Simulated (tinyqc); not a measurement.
# Four-point probe on a layer of finite thickness

Four collinear probes with spacing s on a wide layer of thickness w over an insulator: V/I = (rho/(2 pi s)) S, S = 1 + 4 sum_(k>=1) {[1 + (2 k w/s)^2]^(-1/2) - [4 + (2 k w/s)^2]^(-1/2)}. Thin-film reading rho = (pi/ln 2) w V/I times the factor F1 = 2 ln 2/((w/s) S); bulk reading rho = 2 pi s V/I times 1/S; closed estimate F1 = ln 2/ln[sinh(w/s)/sinh(w/(2 s))]. x = w/s.

Four-point probe on a layer of finite thickness:
```
x,S,F1,1/S,estimate of F1
0.1,13.86,1.000,0.07213,0.9982
0.2,6.931,1.000,0.1443,0.9929
0.3,4.621,1.000,0.2164,0.9841
0.4,3.467,0.9995,0.2884,0.9721
0.6,2.330,0.9918,0.4293,0.9399
0.8,1.793,0.9662,0.5576,0.8989
1,1.504,0.9215,0.6647,0.8523
1.5,1.197,0.7719,0.8352,0.7285
2,1.094,0.6337,0.9142,0.6151
3,1.031,0.4484,0.9703,0.4476
5,1.007,0.2753,0.9931,0.2765
```

What does the table show?

F1 falls from 1.000 to 0.275 while 1/S rises from 0.0721 to 0.993. Among the rows the thin-film formula is good to 1 % up to w/s = 0.6 and the bulk formula from w/s = 5 on. The closed estimate is within 7.6 % of the series.

Computed by the program tinyqc: `OMP_NUM_THREADS=1 python tinyqc.py 2850108 2850109 out.jsonl`, one thread of a shared Intel Xeon 2.30GHz, about 0.04 s for the whole run.
